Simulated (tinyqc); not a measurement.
Hole mobility in a silicon inversion layer, empirical terms and Matthiessen rule: two steps of the calculation.

Inversion layer of sheet density Ns on a uniformly doped body, under a high-permittivity gate with an interlayer. The mobility terms are empirical power laws with prefactors chosen for the exercise; adding their inverses (Matthiessen) is itself an approximation.

Parameters, values chosen for the exercise; material values close to those of silicon: temperature T = 325 K; relative permittivity of the semiconductor eps_r = 11.8; body doping Nb = 1.1e17 cm^-3; weight of the inversion charge in the effective field eta = 0.3333; gate capacitance Cox = 1.01 uF/cm^2; phonon-limited mobility at 1 MV/cm and 300 K Ap = 138 cm^2/(V s); roughness-limited mobility at 1 MV/cm As = 458 cm^2/(V s); exponent of the roughness term gs = 1.3; Coulomb prefactor Ac = 1600 cm^2/(V s); charge at the interface Nit = 4.9e11 cm^-2; remote-phonon mobility without interlayer Ar = 250 cm^2/(V s); interlayer thickness ti = 0.4 nm; decay length of remote phonons lr = 0.8 nm; ratio W/L WL = 1; drain voltage Vd = 0.01 V; measured linear current I = 0.787 uA.

Constants: q = 1.602176634e-19 C, eps0 = 8.8541878128e-14 F/cm where lengths are in cm. Results are converted to the units shown.

Problem 1. Inversion density for the measured current. I = (W/L) q Ns mu Vd. E = q (Ndep + eta Ns)/(eps0 eps_r) in MV/cm. With t = T/(300 K): muC = Ac (Ns/1e12 cm^-2) t/(Nb/1e17 cm^-3 + Nit/1e11 cm^-2), muP = Ap E^(-1/3) t^(-1.75), muS = As E^(-gs), muR = Ar exp(2 ti/lr)/t; 1/mu is the sum of the inverses. Ns(new) = I/((W/L) q mu Vd).

Ns at the start = 3.4e12 cm^-2
Ndep = 1.6180363e12 cm^-2

Give: E; mu; Ns after iteration 1.

Solution 1.

E = 0.4219 MV/cm
mu = 104.4 cm^2/(V s)
Ns after iteration 1 = 4.703e12 cm^-2

Problem 2. Split C-V extraction. Q(Vg) is the trapezoid sum of Cgc from the first point (where Q is taken as 0); mu_eff = I/((W/L) Q Vd); mu_FE = (dI/dVg)/((W/L) Cox Vd) with a backward difference. Listed from point 4 on.

```
point	Vg (V)	Cgc (uF/cm^2)	I (uA)
0	0.2	5.4937647e-5	6.1467957e-11
1	0.3	0.0010756766	2.3578601e-8
2	0.4	0.020673480	8.8054952e-6
3	0.5	0.29346780	0.0021256379
4	0.6	0.89811855	0.050386486
5	0.7	1.0036211	0.15799328
6	0.8	1.0096726	0.27421825
7	0.9	1.0099833	0.38756944
8	1	1.0099991	0.49630562
9	1.1	1.0100000	0.60026488
10	1.2	1.0100000	0.69966117
11	1.3	1.0100000	0.79480292
12	1.4	1.01	0.88600720
```

Find: Q; mu_eff; mu_FE.

Solution 2.

```
point	Q (uC/cm^2)	mu_eff (cm^2/(V s))	mu_FE (cm^2/(V s))
4	0.076430	65.925	47.783
5	0.17152	92.115	106.54
6	0.27218	100.75	115.07
7	0.37316	103.86	112.23
8	0.47416	104.67	107.66
9	0.57516	104.36	102.93
10	0.67616	103.48	98.412
11	0.77716	102.27	94.200
12	0.87816	100.89	90.301
```

At the last point mu_FE is 10 % below mu_eff: where the mobility falls with gate voltage the slope of I understates it.

Computed by the program tinyqc: `OMP_NUM_THREADS=1 python tinyqc.py 2510113 2510114 out.jsonl`, one thread of a shared Intel Xeon 2.30GHz, about 0.01 s for the whole run.
